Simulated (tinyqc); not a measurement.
CIS on RHF in the sto-3g basis, for BeH2, spin multiplicity 1, step by step. One step of it, computed by the program tinyqc.

Question. CIS matrix, triplets. A(ia,jb) = (e_a - e_i) d_ij d_ab - (ij|ab).

orbital energies (hartree): MO1 -4.524178, MO2 -0.442144, MO3 -0.403420, MO4 0.213358, MO5 0.213358, MO6 0.420155, MO7 0.840797

Two-electron integrals over orbitals (pq|rs), unique and non-zero (hartree):
```
(11|11) 2.271617    (21|11) -0.193117   (21|21) 0.025246    (22|11) 0.475027
(22|21) -0.006242   (22|22) 0.388758    (31|31) 0.005576    (32|31) 0.012789
(32|32) 0.162456    (33|11) 0.442941    (33|21) -0.002621   (33|22) 0.401668
(33|33) 0.424954    (41|41) 0.015762    (42|41) 0.015118    (42|42) 0.048499
(43|43) 0.013779    (44|11) 0.569179    (44|21) -0.007684   (44|22) 0.362860
(44|33) 0.348298    (44|44) 0.449859    (51|51) 0.015762    (52|51) 0.015118
(52|52) 0.048499    (53|53) 0.013779    (54|54) 0.024249    (55|11) 0.569179
(55|21) -0.007684   (55|22) 0.362860    (55|33) 0.348298    (55|44) 0.401360
(55|55) 0.449859    (61|11) -0.187811   (61|21) 0.025164    (61|22) -0.006419
(61|33) -0.003605   (61|44) -0.005192   (61|55) -0.005192   (61|61) 0.025244
(62|11) 0.122361    (62|21) -0.006385   (62|22) -0.020497   (62|33) -0.044506
(62|44) 0.058542    (62|55) 0.058542    (62|61) -0.004625   (62|62) 0.079741
(63|31) -0.001618   (63|32) -0.093343   (63|63) 0.084469    (64|41) 0.016347
(64|42) 0.047121    (64|64) 0.050417    (65|51) 0.016347    (65|52) 0.047121
(65|65) 0.050417    (66|11) 0.470826    (66|21) -0.006720   (66|22) 0.388781
(66|33) 0.399866    (66|44) 0.361837    (66|55) 0.361837    (66|61) -0.006371
(66|62) -0.031602   (66|66) 0.404581    (71|31) 0.010524    (71|32) 0.019425
(71|63) -0.001051   (71|71) 0.020148    (72|31) 0.003994    (72|32) -0.042112
(72|63) 0.061638    (72|71) 0.007835    (72|72) 0.056810    (73|11) 0.144848
(73|21) -0.004614   (73|22) -0.002835   (73|33) -0.019087   (73|44) 0.063932
(73|55) 0.063932    (73|61) -0.003496   (73|62) 0.075236    (73|66) -0.023496
(73|73) 0.084275    (74|43) 0.013592    (74|74) 0.016741    (75|53) 0.013592
(75|75) 0.016741    (76|31) 0.010620    (76|32) 0.141748    (76|63) -0.093584
(76|71) 0.016489    (76|72) -0.052325   (76|76) 0.139108    (77|11) 0.565374
(77|21) -0.008425   (77|22) 0.417040    (77|33) 0.434913    (77|44) 0.385891
(77|55) 0.385891    (77|61) -0.008348   (77|62) -0.029157   (77|66) 0.425970
(77|73) -0.004642   (77|77) 0.475102
```

Give: CIS matrix A, triplet.

Answer.

CIS matrix A, triplet (hartree):
```
        1>4     1>5      1>6      1>7     2>4     2>5      2>6      2>7
1>4  4.1684  0.0000   0.0000   0.0000  0.0077  0.0000   0.0000   0.0000
1>5  0.0000  4.1684   0.0000   0.0000  0.0000  0.0077   0.0000   0.0000
1>6  0.0000  0.0000   4.4735   0.0000  0.0000  0.0000   0.0067   0.0000
1>7  0.0000  0.0000   0.0000   4.7996  0.0000  0.0000   0.0000   0.0084
2>4  0.0077  0.0000   0.0000   0.0000  0.2926  0.0000   0.0000   0.0000
2>5  0.0000  0.0077   0.0000   0.0000  0.0000  0.2926   0.0000   0.0000
2>6  0.0000  0.0000   0.0067   0.0000  0.0000  0.0000   0.4735   0.0000
2>7  0.0000  0.0000   0.0000   0.0084  0.0000  0.0000   0.0000   0.8659
3>4  0.0000  0.0000   0.0000   0.0000  0.0000  0.0000   0.0000   0.0000
3>5  0.0000  0.0000   0.0000   0.0000  0.0000  0.0000   0.0000   0.0000
3>6  0.0000  0.0000   0.0000  -0.0106  0.0000  0.0000   0.0000  -0.1417
3>7  0.0000  0.0000  -0.0106   0.0000  0.0000  0.0000  -0.1417   0.0000

        3>4     3>5      3>6      3>7
1>4  0.0000  0.0000   0.0000   0.0000
1>5  0.0000  0.0000   0.0000   0.0000
1>6  0.0000  0.0000   0.0000  -0.0106
1>7  0.0000  0.0000  -0.0106   0.0000
2>4  0.0000  0.0000   0.0000   0.0000
2>5  0.0000  0.0000   0.0000   0.0000
2>6  0.0000  0.0000   0.0000  -0.1417
2>7  0.0000  0.0000  -0.1417   0.0000
3>4  0.2685  0.0000   0.0000   0.0000
3>5  0.0000  0.2685   0.0000   0.0000
3>6  0.0000  0.0000   0.4237   0.0000
3>7  0.0000  0.0000   0.0000   0.8093
```
